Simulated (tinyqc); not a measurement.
Worked calculation: optical gain and spontaneous emission in a bulk direct-gap semiconductor. Values are carried at full precision from step to step, so a last printed digit may differ when a step is redone from the rounded ones.

F_j(eta) = (1/Gamma(j + 1)) integral_0^infinity x^j dx/(1 + exp(x - eta)), which tends to exp(eta) for eta << 0.

Quasi-Fermi levels: n = Nc F_1/2(Fc/kT) and p = Nv F_1/2(Fv/kT), Fc counted up from the conduction edge and Fv down from the valence edge; Nc, Nv from N = 2 (m kB T/(4 pi c))^(3/2) with c = hbar^2/2m0, in 1/angstrom^3; times 1e24 for 1/cm^3, with me and (mhh^(3/2) + mlh^(3/2))^(2/3).

Constants: hbar^2/2m0 = 3.80998211 eV angstrom^2; kB = 8.617333262e-05 eV/K; fine-structure constant alpha = 0.007297352564; hbar = 6.58211957e-16 eV s; hbar c = 1973.269805 eV angstrom.

Values chosen for the exercise (near those of GaN; not measured data): me = 0.205 m0 (electron mass); mhh = 1.383 m0 (heavy-hole mass); mlh = 0.2955 m0 (light-hole mass); n = 1e+19 1/cm^3 (injected density, n = p); T = 200 K; Eg = 3.457 eV (direct gap); Ep = 16.9 eV (Kane energy); nr = 2.56 (refractive index); E = 3.525 eV (photon energy).

## Quasi-Fermi levels

Solve for Fc and Fv.

kT = 0.017235 eV
Nc = 1.268e+18 1/cm^3
Nv = 2.441e+19 1/cm^3
Fc = 0.0794 eV
Fv = -0.0129 eV
Fc + Fv = 0.0665 eV

The separation of the quasi-Fermi levels exceeds the gap, so photons between Eg and Eg + (Fc + Fv) see gain. The quasi-Fermi level of the electrons lies inside the band, that of the holes in the gap.

## Absorption of the empty crystal

Parabolic bands, vertical transitions, no excitons. For each hole band j: mr = me mj/(me + mj); joint density of states J_j(E) = (mr/c)^(3/2) sqrt(E - Eg)/(2 pi^2), both spins, c = hbar^2/2m0; averaged matrix element |e.p|^2 = m0 Ep/6; alpha_j(E) = 4 pi^2 alpha_f c Ep J_j/(3 nr E) in 1/angstrom (alpha_f the fine-structure constant, listed as alpha among the constants), times 1e8 for 1/cm.

Evaluate at E for heavy and light holes.

mr, J and alpha of each hole band:

| hole | mr (m0) | J (1/(eV angstrom^3)) | alpha (1/cm) |
|---|---|---|---|
| heavy | 0.17854 | 0.0001340 | 9182.1 |
| light | 0.12103 | 7.480e-05 | 5125.3 |

The heavy-hole band gives 64 % of the total, 14307 1/cm.

## Occupations and gain at E

For band j the electron sits at Ee = (E - Eg) mr/me above its edge and the hole at Eh = (E - Eg) mr/mj; fe = 1/(1 + exp((Ee - Fc)/kT)), fh = 1/(1 + exp((Eh - Fv)/kT)); gain g = sum_j alpha_j (fe + fh - 1).

Use mr and alpha from the table.

Energies, occupations and gain of each hole band:

| hole | Ee (eV) | Eh (eV) | fe | fh | g (1/cm) |
|---|---|---|---|---|---|
| heavy | 0.0592 | 0.0088 | 0.763 | 0.221 | -145 |
| light | 0.0401 | 0.0279 | 0.907 | 0.086 | -37 |

total gain = -183 1/cm

E - Eg = 0.0680 eV is above Fc + Fv = 0.0665 eV, so both bands give loss (Bernard-Duraffourg).

## Spontaneous emission

Spontaneous rate: R = integral of (nr E/(hbar c))^2/(pi^2 hbar) sum_j alpha_j fe fh dE, with alpha in 1/cm and (nr E/(hbar c))^2 in 1/cm^2 (1e16 per 1/angstrom^2); B = R/(n p); lifetime n/R.

Integrate over photon energy.

R = 6.64e+27 1/(cm^3 s)
B = 6.64e-11 cm^3/s
radiative lifetime = 1.51 ns

## Checks

- B at n = 1e13 1/cm^3 against the van Roosbroeck-Shockley value from alpha and ni^2 (cm^3/s): both 1.13e-10.

Computed by tinyqc, a small Python program: `OMP_NUM_THREADS=1 python tinyqc.py 1652630 1652631 out.jsonl` (the numbers bound the seed that draws the inputs); one thread of a shared host (Intel(R) Xeon(R) Processor @ 2.30GHz), about 0.1 s for the whole set of steps.
